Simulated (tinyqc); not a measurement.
Valley splitting in a one-orbital chain of atomic planes (second-neighbour model): one step. Levels and the valley doublet. The numbers come from values chosen for the exercise (near those of the Delta valleys of silicon; abrupt walls in this chain split the valleys several times more than measured wells).

H (eV):
```
           1         2         3         4         5         6         7         8         9        10
1   1.447825  0.652962  0.640735         0         0         0         0         0         0         0
2   0.652962  1.447825  0.652962  0.640735         0         0         0         0         0         0
3   0.640735  0.652962  1.447825  0.652962  0.640735         0         0         0         0         0
4          0  0.640735  0.652962  1.447825  0.652962  0.640735         0         0         0         0
5          0         0  0.640735  0.652962  1.447825  0.652962  0.640735         0         0         0
6          0         0         0  0.640735  0.652962  1.447825  0.652962  0.640735         0         0
7          0         0         0         0  0.640735  0.652962  1.447825  0.652962  0.640735         0
8          0         0         0         0         0  0.640735  0.652962  1.447825  0.652962  0.640735
9          0         0         0         0         0         0  0.640735  0.652962  1.447825  0.652962
10         0         0         0         0         0         0         0  0.640735  0.652962  1.447825
```

Task: Diagonalise H. The two lowest levels are the doublet made from the valleys at +k0 and -k0; give their splitting, the weights of the lowest state, and its parity under reversal of the planes.

Give: levels; splitting; weights on the planes; parity of the lowest state.

Result:

levels (eV): 0.1582  0.1614  0.5525  0.6279  1.0070  1.2566  1.4489  2.2964  3.1668  3.8026

splitting = 3.26 meV

weights on the planes: 0.029  0.111  0.000  0.250  0.110  0.110  0.250  0.000  0.111  0.029

parity of the lowest state: even

The mean of the doublet lies 0.1598 eV above the bulk minimum, and level 3 lies 0.3927 eV above that mean; the weights oscillate from plane to plane because the two valleys interfere.

Computed by tinyqc, a small Python program: `OMP_NUM_THREADS=1 python tinyqc.py 1482615 1482616 out.jsonl` (the numbers bound the seed that draws the inputs); one thread of a shared host (Intel(R) Xeon(R) Processor @ 2.30GHz), about 0.01 s for the whole set of steps.
